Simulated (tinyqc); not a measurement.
Ellipsometry and reflectance of a transparent film on an absorbing substrate: one step of the calculation.

Air (index 1), film, substrate with N2 = n2 - i k2; time factor exp(+i w t). q_j = sqrt(N_j^2 - sin^2 th), root with positive real part. Fresnel coefficients r_s = (q_a - q_b)/(q_a + q_b), r_p = (N_b^2 q_a - N_a^2 q_b)/(N_b^2 q_a + N_a^2 q_b). tan(Psi) exp(i Delta) = R_p/R_s, Delta taken from 0 to 360 degrees.

Problem. Psi, Delta and reflectances. beta = 2 pi d q1/lam, X = exp(-2 i beta), R = (r01 + r12 X)/(1 + r01 r12 X) for p and s.

Parameters, values chosen for the exercise:
- lam = 800 nm (wavelength)
- d = 150 nm (film thickness)

q1 = 2.1877246
r01,p = -0.060280079
r01,s = -0.72960106
r12,p = 0.19135085-0.00078931i
r12,s = -0.24012867+0.00088698i

Wanted: beta; X; R_p; R_s; Psi; Delta; |R_p|^2; |R_s|^2.

Solution.

beta = 2.577 rad
X = 0.4280+0.9038i
R_p = 0.0206+0.1737i
R_s = -0.7872-0.0857i
Psi = 12.45 degrees
Delta = 257.0 degrees
|R_p|^2 = 0.03059
|R_s|^2 = 0.6271

The bare substrate gives Psi = 9.129 and Delta = 179.67 degrees.

Computed by the program tinyqc: `OMP_NUM_THREADS=1 python tinyqc.py 2870197 2870198 out.jsonl`, one thread of a shared Intel Xeon 2.30GHz, about 0.01 s for the whole run.
